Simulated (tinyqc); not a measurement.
# From one set of inputs to another, one input at a time

Model: Gupta-type many-body potential for a metal. Computed by tinyqc, a small Python program. Command: `OMP_NUM_THREADS=1 python tinyqc.py 3017488 3017489 out.jsonl gupta ladder`. One thread of a shared host (Intel(R) Xeon(R) Processor @ 2.30GHz), about 0.02 s of CPU time with the checks.

E_i = sum_j A exp(-p (r_ij/r0 - 1)) - xi rho_i^gamma, with rho_i = sum_j exp(-2 q (r_ij/r0 - 1)); gamma = 1/2 is the tight-binding second-moment form. The crystal is fcc unless stated; d is the neighbour distance and a fixed number of shells is kept.

The inputs printed are set A. Inputs not listed in the table keep their values of set A, so the rows need not describe a real material.

Inputs (values chosen for the exercise, for a model metal):
```
quantity                  value      unit
repulsion A               0.174        eV
hopping xi                  2.2        eV
decay p                      11         -
decay q                    3.82         -
reference distance r0     2.749  angstrom
shells kept                   2         -
embedding exponent gamma   0.45         -
```

Constants: 1 eV/angstrom^3 = 160.2176634 GPa.

Method:
- fcc shells: d sqrt(k), k = 1..5, with 12, 6, 24, 12, 24 atoms; Omega = d^3/sqrt2.
- Equilibrium: dE/dd = 0; B = d^2 E''(d)/(9 Omega).
- Second derivatives of E/Omega at equilibrium under homogeneous strain: e_xx = h gives C11; e_xx = -e_yy = h gives 2 (C11 - C12); e_xy = e_yx = h/2 gives C44.

Each row keeps all changes above it:
```
input moved                        from     to  cohesive energy E_c (eV)  bulk modulus B (GPa)  Cauchy pressure C12 - C44 (GPa)
set A                                 -      -                    4.6957                217.58                           122.31
decay q                            3.82   4.11                    4.6948                236.07                           147.50
hopping xi (eV)                     2.2   1.74                    3.2944                160.29                           100.07
embedding exponent gamma           0.45    0.5                    3.9910                222.99                           134.28
repulsion A (eV)                  0.174  0.206                    3.6060                196.45                           118.23
decay p                              11   10.2                    3.5876                183.35                           124.72
reference distance r0 (angstrom)  2.749  2.884                    3.5876                158.79                           108.01
```

Cohesive energy E_c goes from 4.70 to 3.59, a factor 0.764 in all. The largest single move comes from hopping xi (a factor 0.702), and embedding exponent gamma works against it (a factor 1.21). Bulk modulus B goes from 218 to 159, a factor 0.730 in all. The largest single move comes from hopping xi (a factor 0.679), and embedding exponent gamma works against it (a factor 1.39). Cauchy pressure C12 - C44 goes from 122 to 108, a factor 0.883 in all. The largest single move comes from hopping xi (a factor 0.678), and embedding exponent gamma works against it (a factor 1.34). The single moves hold for this order of the switches; the total does not depend on the order.

Extremes, crossings and ranges named in words are read from the listed rows.
